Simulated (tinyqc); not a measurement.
## Shape of the distribution and failure rate

For F(t) = 1 - exp(-(t/t63)^beta): mean t63 Gamma(1 + 1/beta), median t63 (ln 2)^(1/beta), deviation t63 sqrt(Gamma(1 + 2/beta) - Gamma(1 + 1/beta)^2), failure rate (beta/t63)(t/t63)^(beta - 1).

Parameters, values chosen for the exercise: characteristic time of a test capacitor t63 = 180 s.

Result of one run:
```
mean (s)	median (s)	deviation/mean	rate at 0.01 t63 (1/s)	rate at t63 (1/s)
166.24	135.78	0.77572	0.0018141	0.0072222
```

Which Weibull slope beta gave this result: 0.5, 0.7, 1.3 or 4?

beta = 1.3.

The whole series:
```
beta	mean (s)	median (s)	deviation/mean	rate at 0.01 t63 (1/s)	rate at t63 (1/s)
0.5	360.00	86.482	2.2361	0.027778	0.0027778
0.7	227.85	106.63	1.4624	0.015482	0.0038889
1	180.00	124.77	1.0000	0.0055556	0.0055556
1.3	166.24	135.78	0.77572	0.0018141	0.0072222
1.7	160.60	145.09	0.60548	3.7599e-4	0.0094444
2.2	159.41	152.38	0.47983	4.8658e-5	0.012222
3	160.74	159.30	0.36345	1.6667e-6	0.016667
4	163.15	164.24	0.28054	2.2222e-8	0.022222
```

The relative spread falls from 2.24 to 0.281. For beta < 1 the rate falls with time (early failures), at 1 it is constant, 0.00556 1/s, and above 1 it grows (wear-out): the early rate goes from 10.0 times the rate at t63 to 1.00e-6 times.

Numbers from tinyqc (`OMP_NUM_THREADS=1 python tinyqc.py 2070082 2070083 out.jsonl`; about 0.01 s on one thread of a shared Intel Xeon 2.30GHz).
